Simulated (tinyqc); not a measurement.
What moves the results: optical gain and spontaneous emission in a bulk direct-gap semiconductor. A value that a table varies takes the place of the one given here.

Parabolic bands, vertical transitions, no excitons. For each hole band j: mr = me mj/(me + mj); joint density of states J_j(E) = (mr/c)^(3/2) sqrt(E - Eg)/(2 pi^2), both spins, c = hbar^2/2m0; averaged matrix element |e.p|^2 = m0 Ep/6; alpha_j(E) = 4 pi^2 alpha_f c Ep J_j/(3 nr E) in 1/angstrom (alpha_f the fine-structure constant, listed as alpha among the constants), times 1e8 for 1/cm.

F_j(eta) = (1/Gamma(j + 1)) integral_0^infinity x^j dx/(1 + exp(x - eta)), which tends to exp(eta) for eta << 0.

Quasi-Fermi levels: n = Nc F_1/2(Fc/kT) and p = Nv F_1/2(Fv/kT), Fc counted up from the conduction edge and Fv down from the valence edge; Nc, Nv from N = 2 (m kB T/(4 pi c))^(3/2) with c = hbar^2/2m0, in 1/angstrom^3; times 1e24 for 1/cm^3, with me and (mhh^(3/2) + mlh^(3/2))^(2/3).

For band j the electron sits at Ee = (E - Eg) mr/me above its edge and the hole at Eh = (E - Eg) mr/mj; fe = 1/(1 + exp((Ee - Fc)/kT)), fh = 1/(1 + exp((Eh - Fv)/kT)); gain g = sum_j alpha_j (fe + fh - 1).

Spontaneous rate: R = integral of (nr E/(hbar c))^2/(pi^2 hbar) sum_j alpha_j fe fh dE, with alpha in 1/cm and (nr E/(hbar c))^2 in 1/cm^2 (1e16 per 1/angstrom^2); B = R/(n p); lifetime n/R.

Constants: hbar^2/2m0 = 3.80998211 eV angstrom^2; fine-structure constant alpha = 0.007297352564; kB = 8.617333262e-05 eV/K; hbar = 6.58211957e-16 eV s; hbar c = 1973.269805 eV angstrom.

Parameters, chosen for this exercise (near those of InP; the results hold for these values, not for the real material):
- Eg = 1.322 eV (direct gap)
- me = 0.08 m0 (electron mass)
- mhh = 0.587 m0 (heavy-hole mass)
- mlh = 0.0867 m0 (light-hole mass)
- Ep = 21.1 eV (Kane energy)
- nr = 3.45 (refractive index)
- T = 350 K
- n = 6.5e+18 1/cm^3 (injected density, n = p)

## Peak gain against injection

The peak is the largest g over E; a dash marks no gain.

Gain:
```
n (1/cm^3)  Fc (eV)  Fv (eV)  peak gain (1/cm)  peak E - Eg (eV)  B (cm^3/s)
1.0e+18      0.0247  -0.0810                 -                 -    1.02e-10
1.6e+18      0.0474  -0.0664                 -                 -    9.60e-11
2.3e+18      0.0681  -0.0550                63            0.0045    8.98e-11
2.8e+18      0.0808  -0.0487               233            0.0116    8.60e-11
3.6e+18      0.0991  -0.0406               545            0.0222    8.07e-11
4.6e+18      0.1195  -0.0325               933            0.0343    7.51e-11
6.0e+18      0.1451  -0.0235              1435            0.0495    6.88e-11
8.0e+18      0.1780  -0.0134              2064            0.0680    6.18e-11
```

transparency density (Fc + Fv = 0) = 1.99e+18 1/cm^3

Gain starts at 1.99e+18 1/cm^3, where Fc = -Fv = 0.0595 eV: with Nv/Nc = 21 the electrons must be degenerate before the holes are. The slope of peak gain against n is 3.40e-16 cm^2 between the first two rows with gain and 3.14e-16 between the last two; the peak moves from 0.0045 to 0.0680 eV above the gap as the bands fill, and B falls by a factor 1.65. Line broadening and gap shrinkage are left out.

## Gain spectrum

At the density n.

Spectrum:
```
E - Eg (eV)  alpha, empty (1/cm)  fe, heavy  fh, heavy  g (1/cm)
0.005                       2207      0.993      0.330       705
0.010                       3109      0.992      0.326       965
0.020                       4364      0.989      0.317      1274
0.030                       5305      0.986      0.309      1452
0.045                       6427      0.978      0.296      1581
0.060                       7340      0.966      0.284      1595
0.080                       8355      0.941      0.268      1459
0.100                       9210      0.898      0.253      1129
0.130                      10284      0.786      0.231       140
0.170                      11444      0.534      0.204     -2314
0.220                      12597      0.210      0.173     -6119
```

Fc + Fv = 0.1330 eV

g is positive below E - Eg = 0.1330 eV; the largest value listed is 1595 1/cm at 0.060 eV. At 0.220 eV above the gap g is -0.49 times the absorption of the empty crystal, whose limit is -1.

## Transparency density and B against temperature

Eg is held fixed; B is taken at n = 1e15 1/cm^3.

Results:
```
T (K)  transparency density (1/cm^3)  Fc/kT there  B (cm^3/s)
100                         3.04e+17        1.974    7.35e-10
150                         5.59e+17        1.974    4.02e-10
200                         8.61e+17        1.974    2.62e-10
250                         1.20e+18        1.974    1.89e-10
300                         1.58e+18        1.974    1.44e-10
350                         1.99e+18        1.974    1.15e-10
400                         2.43e+18        1.974    9.46e-11
500                         3.40e+18        1.974    6.83e-11
```

Fc/kT at transparency stays at 1.974, since it depends on Nv/Nc alone, so the density goes as T^1.50. B goes as T^-1.48, against T^-1.5 for non-degenerate carriers: hot carriers spread over k and fewer pairs share a wave vector.

## What moves transparency and gain

Transparency is Fc + Fv = 0; the peak is the largest g over E at the density n (0 if none). Each row changes one parameter from the base and keeps the others.

Results:
```
case                 transparency density (1/cm^3)  Fc + Fv (eV)  peak gain (1/cm)
base                                      1.99e+18        0.1330              1602
me = 0.092 m0                             2.28e+18        0.1114              1682
mhh = 0.352 m0                            1.54e+18        0.1590              2579
Ep = 23.2 eV                              1.99e+18        0.1330              1761
T = 390 K                                 2.34e+18        0.1231              1337
n = 8.45e+18 1/cm^3                       1.99e+18        0.1735              2193
nr = 3.62                                 1.99e+18        0.1330              1526
```

The largest shifts from the base row, up to three for each result and ties (the steps differ in size, so this ranks the rows, not the parameters). transparency density (1/cm^3): mhh -4.57e+17, T +3.51e+17, me +2.87e+17; unchanged at the printed digits by Ep, n and nr. Fc + Fv (eV): n +0.0405, mhh +0.0260, me -0.0216; unchanged at the printed digits by Ep and nr. peak gain (1/cm): mhh +978, n +591, T -265.

Computed by tinyqc, a small Python program: `OMP_NUM_THREADS=1 python tinyqc.py 1681637 1681638 out.jsonl` (the numbers bound the seed that draws the inputs); one thread of a shared host (Intel(R) Xeon(R) Processor @ 2.30GHz), about 0.08 s for the whole set of steps.
